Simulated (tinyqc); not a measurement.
Lattice sites along [110]: pair of shallow donors (hydrogen-like orbitals).

Each donor has the orbital exp(-r/a); energy unit Ha* = q/(eps a), q = e^2/(4 pi eps0), so that a lone donor is bound by Ha*/2; x = R/a. One electron: S = (1 + x + x^2/3) exp(-x), j = 1/x - (1 + 1/x) exp(-2x), k = (1 + x) exp(-x); levels E(+/-) = -1/2 - (j +/- k)/(1 +/- S) in Ha*, without the repulsion of the ions, split by D = |E(-) - E(+)|. In six valleys the overlaps S and k are multiplied by v = [cos(K Rx) + cos(K Ry) + cos(K Rz)]/3, K = k0 (2 pi/a_lat), for isotropic envelopes and the symmetric valley state.

Two electrons, Heitler-London: with S' = (1 - x + x^2/3) exp(x), C = 1/x - exp(-2x)(1/x + 11/8 + 3x/4 + x^2/6), X = (1/5){exp(-2x)(25/8 - 23x/4 - 3x^2 - x^3/3) + (6/x)[S^2 (0.5772157 + ln x) + S'^2 Ei(-4x) - 2 S S' Ei(-2x)]}, Q = C - 2j + 1/x and A = X - 2 S k + S^2/x, the singlet and triplet lie at (Q +/- w A)/(1 +/- w S^2) from two lone donors, with the valley weight w = v^2; the exchange is J = triplet - singlet.

Constants: e^2/(4 pi eps0) = 14.39964547 eV angstrom.

Values chosen for the exercise (near those of two donors in Si; the results hold for these values, not for the real material): a = 16.9 angstrom (orbital radius); eps = 11.2 (dielectric constant); a_lat = 5.431 angstrom (lattice constant); k0 = 0.854 2 pi/a_lat (valley position); sites = ((9, 9, 0), (9.5, 9.5, 0), (10, 10, 0), (10.5, 10.5, 0), (11, 11, 0), (11.5, 11.5, 0), (12, 12, 0), (12.5, 12.5, 0), (13, 13, 0), (13.5, 13.5, 0)) a_lat (positions of the second donor).

D and J for each site, and for v = 1.

Cases:

| site |
|---|
| (9, 9, 0) |
| (9.5, 9.5, 0) |
| (10, 10, 0) |
| (10.5, 10.5, 0) |
| (11, 11, 0) |
| (11.5, 11.5, 0) |
| (12, 12, 0) |
| (12.5, 12.5, 0) |
| (13, 13, 0) |
| (13.5, 13.5, 0) |

Rank the cases by J (micro-eV), lowest first.

Answer: (12.5, 12.5, 0), (13.5, 13.5, 0), (9, 9, 0), (11, 11, 0), (12, 12, 0), (13, 13, 0), (10, 10, 0), (11.5, 11.5, 0), (10.5, 10.5, 0), (9.5, 9.5, 0).

Results:

| site | R (angstrom) | v | D (meV) | J (micro-eV) | J for v = 1 |
|---|---|---|---|---|---|
| (9, 9, 0) | 69.1 | 0.072 | 0.458 | 7.02 | 1.34e+03 |
| (9.5, 9.5, 0) | 73.0 | 0.839 | 4.58 | 674 | 958 |
| (10, 10, 0) | 76.8 | -0.312 | 1.42 | 66.4 | 681 |
| (10.5, 10.5, 0) | 80.6 | 0.986 | 3.82 | 468 | 481 |
| (11, 11, 0) | 84.5 | -0.191 | 0.614 | 12.3 | 339 |
| (11.5, 11.5, 0) | 88.3 | 0.621 | 1.68 | 91.5 | 237 |
| (12, 12, 0) | 92.2 | 0.342 | 0.769 | 19.3 | 165 |
| (12.5, 12.5, 0) | 96.0 | 0.031 | 0.0575 | 0.108 | 115 |
| (13, 13, 0) | 99.8 | 0.868 | 1.35 | 59.9 | 79.6 |
| (13.5, 13.5, 0) | 103.7 | -0.322 | 0.417 | 5.71 | 54.9 |

Over these sites the envelope alone changes J by a factor 24.4, and the valley factor v^2 by 1.03e+03; J runs from 0.108 at (12.5, 12.5, 0) to 674 micro-eV at (9.5, 9.5, 0). Along [110] only two valleys keep their phase, so v = (1 + 2 cos)/3 can pass through zero. J does not fall steadily with distance.

(tinyqc, `OMP_NUM_THREADS=1 python tinyqc.py 1250747 1250748 out.jsonl`, Intel(R) Xeon(R) Processor @ 2.30GHz, 1 thread, shared host, about 0.01 s.)
